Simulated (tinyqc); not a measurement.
Hueckel theory of the pi electrons with the omega technique, for the molecule [CH2]c1ccccn1 (SMILES; centres numbered as the heavy atoms are written), step by step. One step of it, computed by the program tinyqc.

Question. Orbitals, round 2. Diagonalise; E = alpha + x beta with beta < 0, so the largest x are filled first; degenerate levels share their electrons. P = sum n_i c_ri c_si; each orbital has its largest coefficient positive (the first on a tie).

matrix after round 1, order 1C, 2C, 3C, 4C, 5C, 6C, 7N:
```
[[0.024566, 1.000000, 0.000000, 0.000000, 0.000000, 0.000000, 0.000000],
 [1.000000, 0.024581, 1.000000, 0.000000, 0.000000, 0.000000, 1.000000],
 [0.000000, 1.000000, 0.018441, 1.000000, 0.000000, 0.000000, 0.000000],
 [0.000000, 0.000000, 1.000000, 0.026288, 1.000000, 0.000000, 0.000000],
 [0.000000, 0.000000, 0.000000, 1.000000, 0.001531, 1.000000, 0.000000],
 [0.000000, 0.000000, 0.000000, 0.000000, 1.000000, 0.064286, 1.000000],
 [0.000000, 1.000000, 0.000000, 0.000000, 0.000000, 1.000000, 0.340307]]
```

pi electrons, sum of z_r less the charge = 7

Give: x values; occupations; coefficients; charge and bond-order matrix P.

Answer.

x values: [2.188, 1.287, 1.113, 0.065, -0.891, -1.233, -2.030]

occupations: [2.000, 2.000, 2.000, 1.000, 0.000, 0.000, 0.000]

coefficients, order 1C, 2C, 3C, 4C, 5C, 6C, 7N:
```
[[0.230, -0.383, 0.080, 0.753, -0.066, -0.404, -0.243],
 [0.497, -0.484, 0.087, 0.031, 0.060, 0.508, 0.499],
 [0.377, -0.072, 0.520, -0.377, 0.486, -0.139, -0.429],
 [0.320, 0.393, 0.482, -0.048, -0.502, -0.333, 0.381],
 [0.315, 0.567, 0.004, 0.375, -0.026, 0.559, -0.353],
 [0.369, 0.336, -0.478, 0.072, 0.525, -0.357, 0.337],
 [0.469, -0.156, -0.505, -0.375, -0.476, -0.096, -0.353]]
```

charge and bond-order matrix P, order 1C, 2C, 3C, 4C, 5C, 6C, 7N:
```
[[0.980, 0.637, 0.027, -0.114, -0.007, -0.110, -0.028],
 [0.637, 0.979, 0.523, 0.020, -0.223, -0.039, 0.518],
 [0.027, 0.523, 0.977, 0.704, 0.019, -0.294, -0.008],
 [-0.114, 0.020, 0.704, 0.981, 0.634, 0.037, -0.291],
 [-0.007, -0.223, 0.019, 0.634, 0.983, 0.638, -0.026],
 [-0.110, -0.039, -0.294, 0.037, 0.638, 0.960, 0.697],
 [-0.028, 0.518, -0.008, -0.291, -0.026, 0.697, 1.139]]
```
